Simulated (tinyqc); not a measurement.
Kinetics of strain relaxation and threading dislocations in mismatched semiconductor layers: one step, computed by the program tinyqc. Command: `OMP_NUM_THREADS=1 python tinyqc.py 3023569 3023570 out.jsonl threading walk`. One thread of a shared host (Intel(R) Xeon(R) Processor @ 2.30GHz), about 0.01 s of CPU time with the checks.

60-degree dislocations on {111} planes of a (001) layer, isotropic elasticity. The Schmid factor is 1/sqrt(6), and a misfit segment relieves strain with b/2.

Question. Graded buffer. In steady grading, strain is fed at R_f R_g and relieved at (b/4) rho v. As a glide-limited estimate, the driving stress is taken as the mean stress of the strained top zone, whose depth z solves R_f z/2 = e_eq(z), with strain R_f z at the surface; tau_g = S R_f z/2 is its mean; then rho = 4 R_f R_g/(b m tau_g), m = v0 exp(-Q/(k_B T_g)), S = (1/sqrt 6) 2 G (1 + nu)/(1 - nu), e_eq(z) = b (1 - nu/4) [ln(z/b) + 1]/(4 pi (1 + nu) z).

Inputs (values chosen for the exercise, modelled on Si(0.8)Ge(0.2) on Si):
```
quantity                                  value          unit
misfit f                                 0.0082             -
shear modulus G                            63.4           GPa
Poisson ratio nu                           0.27             -
Burgers vector b                           3.88      angstrom
glide activation energy Q                  2.09            eV
velocity prefactor v0                     24000   m/s per MPa
grading rate (misfit per thickness) R_f  0.0055  1/micrometre
growth temperature of the buffer T_g       1089             K
growth rate R_g                            0.15          nm/s
```

Constants: k_B = 8.617333262e-05 eV/K.

Give: depth z of the strained zone; stress tau_g; thread density of the buffer; buffer thickness f/R_f.

Answer.

depth z of the strained zone = 247.99 nm

stress tau_g = 61.418 MPa

thread density of the buffer = 2713.2 1/cm^2

buffer thickness f/R_f = 1.4909 micrometre

Raising T_g by 50 K would lower this density by a factor 2.7: fast glide lets few threads do the work. Caution: real buffers seldom go below 1e5 /cm^2, as pile-ups and nucleation take over; this value is a lower bound.
